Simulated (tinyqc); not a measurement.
Flattening the wire at fixed area: round or elliptic silicon nanowire with anisotropic valleys (Ritz method).

Wire along x = [110] on a (001) wafer, y = [-110], z = [001]. Valley groups (w = inverse masses): A, two valleys along z: w_y = 1/mt, w_z = 1/ml, m_x = mt; B, four valleys in the wafer plane: w_y = (1/ml + 1/mt)/2, w_z = 1/mt, m_x = (ml + mt)/2.

Hard wall on the ellipse (y/a)^2 + (z/b)^2 = 1, c = hbar^2/2m0. With u = y/a, v = z/b the operator is -c [(w_y/a^2) d2/du2 + (w_z/b^2) d2/dv2] on the unit disc. Basis (1 - u^2 - v^2) u^i v^j; S, X and Y are the disc integrals of f f', (df/du)(df'/du) and (df/dv)(df'/dv), from the integral of u^p v^q = 2 Gamma((p+1)/2) Gamma((q+1)/2)/((p + q + 2) Gamma((p+q+2)/2)) for even p, q; H = c (w_y X/a^2 + w_z Y/b^2).

Converged values use 21 functions of each parity class (e or o in u, then in v).

Constants: hbar^2/2m0 = 3.80998211 eV angstrom^2.

Values chosen for the exercise (near those of a Si nanowire; shifted at random, so the results belong to these values and not to a real crystal):

| symbol | value | unit | meaning |
|---|---|---|---|
| ml | 0.929 | m0 | longitudinal mass |
| mt | 0.192 | m0 | transverse mass |
| asp | (0.4, 0.6, 0.8, 1, 1.3, 1.8, 2.5) |  | ratios a/b |
| area | 13.6 | nm^2 | cross-section, kept fixed |

a = sqrt(area x ratio/pi), b = a/ratio, 1 nm^2 = 100 angstrom^2; lowest level of each group.

Levels (eV):

| a/b | a (angstrom) | b (angstrom) | A | B |
|---|---|---|---|---|
| 0.4 | 13.2 | 32.9 | 0.3189 | 0.2499 |
| 0.6 | 16.1 | 26.9 | 0.2268 | 0.2124 |
| 0.8 | 18.6 | 23.3 | 0.1824 | 0.2060 |
| 1.0 | 20.8 | 20.8 | 0.1572 | 0.2121 |
| 1.3 | 23.7 | 18.2 | 0.1365 | 0.2321 |
| 1.8 | 27.9 | 15.5 | 0.1228 | 0.2775 |
| 2.5 | 32.9 | 13.2 | 0.1214 | 0.3501 |

What does the comparison show?

Each group is lowest where its stretched ellipse is a circle, at a/b = sqrt(w_y/w_z): 2.20 for A and 0.78 for B. The lowest group is B in the first row and A in the last, crossing between a/b = 0.6 and 0.8; B - A is -69 meV in the first row and +229 meV in the last.

Computed by tinyqc, a small Python program: `OMP_NUM_THREADS=1 python tinyqc.py 1281587 1281588 out.jsonl` (the numbers bound the seed that draws the inputs); one thread of a shared host (Intel(R) Xeon(R) Processor @ 2.30GHz), about 0.03 s for the whole set of steps.
